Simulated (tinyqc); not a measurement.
Which roughness does what: X-ray reflectivity of a thin film on silicon: critical angles, Parratt recursion, fringes and roughness. Computed by tinyqc, a small Python program. Command: `OMP_NUM_THREADS=1 python tinyqc.py 3120779 3120780 out.jsonl xrr walk`. One thread of a shared host (Intel(R) Xeon(R) Processor @ 2.30GHz), about 0.01 s of CPU time with the checks.

n = 1 - delta + i beta; the classical electron radius is r_e = 2.8179403e-6 nm. Layer 0 is vacuum, 1 the film, 2 the substrate.

Inputs (values chosen for the exercise, modelled on ruthenium on silicon, copper K-alpha radiation):
```
quantity                                        value     unit
wavelength lambda                             0.15406       nm
film density rho                                   12   g/cm^3
effective electrons per unit mass, film         0.431    mol/g
beta/delta, film                                0.091        -
film thickness d                                 72.9       nm
roughness of the surface sigma_1                 0.54       nm
roughness of the interface sigma_2               0.47       nm
substrate density                                2.33   g/cm^3
effective electrons per unit mass, substrate    0.507    mol/g
beta/delta, substrate                           0.023        -
grazing angle theta                              1.35  degrees
```

Constants: N_A = 6.02214076e+23 1/mol.

Method:
- delta = r_e lambda^2 rho_e/(2 pi), rho_e = density x electrons per mass x N_A; critical angle sqrt(2 delta), q_c = 4 sqrt(pi r_e rho_e).
- k_j = (2 pi/lambda) sqrt(sin^2 theta - 2 delta_j + 2 i beta_j); r_ij = (k_i - k_j)/(k_i + k_j) x exp(-2 k_i k_j sigma^2) (Nevot-Croce); r = (r_01 + r_12 p)/(1 + r_01 r_12 p), p = exp(2 i k_1 d); R = |r|^2.
- Far above the critical angle the period is d theta = lambda/(2 d), or 2 pi/d in q; the envelope runs between (|r_01| - |r_12 p|)^2 and (|r_01| + |r_12 p|)^2; contrast = 2 a b/(a^2 + b^2) with a = |r_01|, b = |r_12 p|; roughness factors on the amplitudes are about exp(-q^2 sigma^2/2).
- R is averaged over one period above each angle (64 points); contrast = (max - min)/(max + min) of R theta^4 over that period. Cases: smooth; only sigma_1; only sigma_2; both.

period in theta = 0.0605418 degrees

Constants:
```
layer      rho_e (1/nm^3)        delta         beta  critical angle (degrees)  q_c (1/nm)
film              3114.65  3.31544e-05  3.01705e-06                  0.466561    0.664210
substrate          711.40  7.57263e-06  1.74170e-07                  0.222977    0.317437
```

Mean R and contrast:
```
theta (degrees)    R smooth  contrast  R, sigma_1  contrast, sigma_1  R, sigma_2  contrast, sigma_2     R, both  contrast, both
0.8              9.1062e-03   0.34339  6.5534e-03            0.41198  9.0723e-03            0.30536  6.5157e-03         0.36872
1.2              1.7152e-03   0.58124  8.5037e-04            0.79450  1.6376e-03            0.44649  7.7396e-04         0.64479
1.8              3.3691e-04   0.73099  9.4497e-05            0.99409  2.9605e-04            0.40543  5.3851e-05         0.83513
2.5              9.6383e-05   0.81248  2.1848e-05            0.55661  7.6964e-05            0.24753  3.0687e-06         0.97846
3.5              2.6403e-05   0.86599  6.5753e-06            0.08788  1.9694e-05            0.07338  4.1654e-08         0.94745
```

What does the comparison show, and why?

At 2.5 degrees sigma_1 alone multiplies the mean R by 0.23 and sigma_2 alone by 0.80; the contrast goes from 0.81 (smooth) to 0.56 and 0.25.
